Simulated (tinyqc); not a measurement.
Hexagonal on-chip spiral inductor, lumped pi model: two steps of the calculation.

Outer diameter do = di + 2 n wd + 2 (n - 1) sp, mean da = (do + di)/2, fill p = (do - di)/(do + di), length l = 3.464 n da. L = 2.33 mu0 n^2 da/(1 + 3.82 p), mu0 = 4 pi 1e-7 H/m. Rs = rho l/(wd delta (1 - exp(-th/delta))), delta = sqrt(rho/(pi f mu0)). Cs = n wd^2 eps0 eo/hu across the coil. At each end Cox = l wd eps0 eo/(2 ho) leads to the substrate branch Rsi = 2 rs he/(l wd) in parallel with Csi = l wd eps0 11.7/(2 he). With one end grounded Y = 1/(Rs + i w L) + i w Cs + 1/[1/(i w Cox) + 1/(1/Rsi + i w Csi)], w = 2 pi f; Q = -Im Y/Re Y. Eddy currents in neighbouring turns and in the substrate are left out.

Values chosen for this exercise; values of the order met in silicon radio-frequency processes:
- n = 2.5 (number of turns)
- wd = 4 um (line width)
- sp = 2 um (space between turns)
- di = 40 um (inner diameter)
- th = 0.9 um (metal thickness)
- rho = 1.9 uohm cm (metal resistivity)
- ho = 5.1 um (oxide below the coil)
- hu = 1.3 um (oxide between coil and underpass)
- eo = 3 (relative permittivity of the oxide)
- rs = 1 ohm cm (substrate resistivity)
- he = 50 um (effective spreading depth in the substrate)
- f = 1.3 GHz (frequency)

Constants: eps0 = 8.8541878128e-12 F/m. Results are converted to the units shown.

Task 1. Geometry and model elements. do, l, L, delta, Rs, Cs, Cox, Rsi and Csi as defined.

Give: do; l; L; delta; Rs; Cs; Cox; Rsi; Csi.

Result 1.

do = 66.000 um
l = 458.98 um
L = 0.50072 nH
delta = 1.9241 um
Rs = 3.0329 ohm
Cs = 0.81731 fF
Cox = 4.7811 fF
Rsi = 544.69 ohm
Csi = 1.9019 fF

Task 2. Admittance, quality factor and apparent inductance. Series branch 1/(Rs + i w L), substrate branch, total Y, Q = -Im Y/Re Y, apparent inductance Im(1/Y)/w, metal-only value w L/Rs, share of the loss in the substrate Re(substrate branch)/Re Y.

L = 0.50072155 nH
Rs = 3.0329433 ohm
Cs = 0.81730964 fF
Cox = 4.7810531 fF
Rsi = 544.68604 ohm
Csi = 1.9019029 fF

Give: series branch; substrate branch; Y; Q; apparent inductance; w L/Rs; share of the loss in the substrate.

Result 2.

series branch = 116.98-157.75i mS
substrate branch = 0.000830+0.039028i mS
Y = 116.98-157.71i mS
Q = 1.3481
apparent inductance = 0.50076 nH
w L/Rs = 1.3485
share of the loss in the substrate = 7.0947e-4 %

Q is 100 % of the metal-only value.

tinyqc, about 0.01 s, one thread, Intel Xeon 2.30GHz (shared host): `OMP_NUM_THREADS=1 python tinyqc.py 2302121 2302122 out.jsonl`
